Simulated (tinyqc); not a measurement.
Plane-wave Kohn-Sham cycle with exchange-only LDA in a layered model solid, step by step. One step of it, computed by the program tinyqc.

Question. Iteration 2: levels at that k. Diagonalise the Hermitian matrix.

H (hartree), lower triangle:
```
,-2,-1,+0,+1,+2
-2,0.155910
-1,-0.258768,-0.114440
+0,-0.098153,-0.258768,-0.204557
+1,0.001615,-0.098153,-0.258768,-0.114440
+2,0.000802,0.001615,-0.098153,-0.258768,0.155910
```

Give: eigenvalues.

Answer.

eigenvalues (hartree): -0.671  -0.205  0.114  0.296  0.344
